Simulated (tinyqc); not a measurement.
Raising U: Hubbard chain of 2 sites, mean field against exact. Computed by the program tinyqc. Command: `OMP_NUM_THREADS=1 python tinyqc.py 113056 113057 out.jsonl`; one thread of a shared host (Intel(R) Xeon(R) Processor @ 2.60GHz), about 8 s.

one-body matrix (hopping and site energies) (eV):
```
         1        2
1  -0.2200  -1.8000
2  -1.8000  -0.5000
```

electrons, up and down: 1  1

Collinear unrestricted mean field (the lowest of 40 random starts) against exact diagonalisation.

Exact and mean-field results (eV):
```
U            U/t    E exact  E mean field  mean |n_up - n_down|  double occupancy, exact  first gap in the sector
0.9000    0.5000  -3.906431     -3.878704                0.0000                   0.2202                   3.1864
1.8000    1.0000  -3.537235     -3.427256                0.0000                   0.1903                   2.8172
3.6000    2.0000  -2.948645     -2.525443              1.91e-04                   0.1388                   2.2286
5.4000    3.0000  -2.522179     -1.922236                0.7442                   0.1003                   1.8022
7.2000    4.0000  -2.212491     -1.621090                0.8656                   0.0734                   1.4925
10.8000   6.0000  -1.810546     -1.320363                0.9427                   0.0420                   1.0905
14.4000   8.0000  -1.570116     -1.170160                0.9682                   0.0264                   0.8501
21.6000  12.0000  -1.304290     -1.020049                0.9860                   0.0128                   0.5843
36.0000  20.0000  -1.076491     -0.900011                0.9950                   0.0049                   0.3565
```

In absolute terms mean field is worst at U/t = 3.0, 0.600 eV too high: at small U it is nearly exact, and at large U it misses only exchange-scale energies. Its local moments set in at U/t = 3.0 of those listed, a broken symmetry that the exact state of a finite cluster with equal spins does not have. Relative to the exact energy its error is 0.7 % at the smallest U, 27 % at most and 16 % at the largest. The double occupancy falls from 0.220 to 0.005.
